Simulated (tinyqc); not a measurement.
Keating valence-force model of a tetrahedral crystal: one step, computed by the program tinyqc.

Atom A sits at 0 and atom B at a/4 (1,1,1) of an fcc lattice; the four bonds from A are t = a/4 (1,1,1), a/4 (1,-1,-1), a/4 (-1,1,-1), a/4 (-1,-1,1), of length d = sqrt(3) a/4. Energy: E = (3 alpha/(8 d^2)) sum over bonds (r.r - d^2)^2 + (3 beta/(8 d^2)) sum over pairs of bonds at one atom (r_i.r_j + d^2/3)^2, with beta_A for the six pairs at A and beta_B for the six at B. The cell holds two atoms, Omega = a^3/4. 1 N/m = 1 J/m^2.

Task: Frequencies at q. Diagonalise the Hermitian matrix D. An eigenvalue lambda of D in eV/(angstrom^2 u) gives nu = 15.6333042 THz x sqrt(lambda). The weight on A is the sum of |e|^2 over the three components of atom A.

Structure: zinc blende.

D(q) (eV/(angstrom^2 u)):
```
                         A x                      A y                      A z                      B x
A x               0.07217903   0.00064876+0.00025160i   0.00103495+0.00008974i  -0.07305604+0.00068281i
A y   0.00064876-0.00025160i               0.07110969   0.00049144-0.00014316i   0.00146128-0.00781177i
A z   0.00103495-0.00008974i   0.00049144+0.00014316i               0.07153100   0.00240321-0.00474998i
B x  -0.07305604-0.00068281i   0.00146128+0.00781177i   0.00240321+0.00474998i               0.09028124
B y   0.00146128+0.00781177i  -0.07305604-0.00068281i   0.00106175+0.01075136i   0.00091782+0.00035594i
B z   0.00240321+0.00474998i   0.00106175+0.01075136i  -0.07305604-0.00068281i   0.00146416+0.00012695i

                         B y                      B z
A x   0.00146128-0.00781177i   0.00240321-0.00474998i
A y  -0.07305604+0.00068281i   0.00106175-0.01075136i
A z   0.00106175-0.01075136i  -0.07305604+0.00068281i
B x   0.00091782-0.00035594i   0.00146416-0.00012695i
B y               0.08876842   0.00069525+0.00020253i
B z   0.00069525-0.00020253i               0.08936446
```

Constants: nu for 1 eV/(angstrom^2 u) = 15.6333042 THz.

Give: frequencies; weights on atom A.

Result:

frequencies (THz): 0.9037  1.0045  1.6091  6.1392  6.1570  6.1716

weights on atom A: 0.55749  0.55809  0.56447  0.43717  0.44094  0.44186
